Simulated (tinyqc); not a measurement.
Current of a Schottky diode by thermionic-emission-diffusion theory, and its read-back from I-V-T and C-V data: one step, computed by the program tinyqc.

Full ionisation, no tunnelling, no recombination current. V is the voltage across the junction itself, forward positive.

Task: Read-back from the I-V curve. N_c(T) = N_c (T/300 K)^(3/2); V_bi = phi_0 - (k_B T/e) ln(N_c(T)/N); surface field F = sqrt(2 e N (V_bi - V - k_B T/e)/(eps eps_0)); image lowering d_phi = sqrt(e F/(4 pi eps eps_0)); effective barrier phi = phi_0 - d_phi. Collection velocity v_R = A* T^2/(e N_c(T)); diffusion velocity v_D = mu F; J = e N_c(T) v_R/(1 + v_R/v_D) exp(-phi/k_B T) [exp(e V/k_B T) - 1]. Ideality n = (e/k_B T)/(d ln J/dV) by a central difference of +/- 1 mV; J_0 = J exp(-e V/(n k_B T)); apparent barrier phi_IV = k_B T ln(A* T^2/J_0); a C-V plot gives phi_CV = phi_0, the mean without lowering.

Inputs (values chosen for the exercise, modelled on n-type Ga2O3):
```
quantity                                     value          unit
Richardson constant A*                        32.4  A/(cm^2 K^2)
effective density of states at 300 K, N_c  3.7e+18        1/cm^3
permittivity eps                              10.2             -
mobility mu                                    120    cm^2/(V s)
barrier without image force phi_0             1.36            eV
doping N                                   1.3e+17        1/cm^3
junction voltage V                            0.56             V
temperature T                                  250             K
```

Barrier: uniform.

Constants: k_B = 8.617333262e-05 eV/K; e = 1.602176634e-19 C; eps_0 = 8.8541878128e-12 F/m.

Give: ideality factor n; extrapolated J_0; apparent barrier phi_IV; phi_CV - phi_IV.

Result:

ideality factor n = 1.0208

extrapolated J_0 = 1.1426e-20 A/cm^2

apparent barrier phi_IV = 1.3021 eV

phi_CV - phi_IV = 57.933 meV
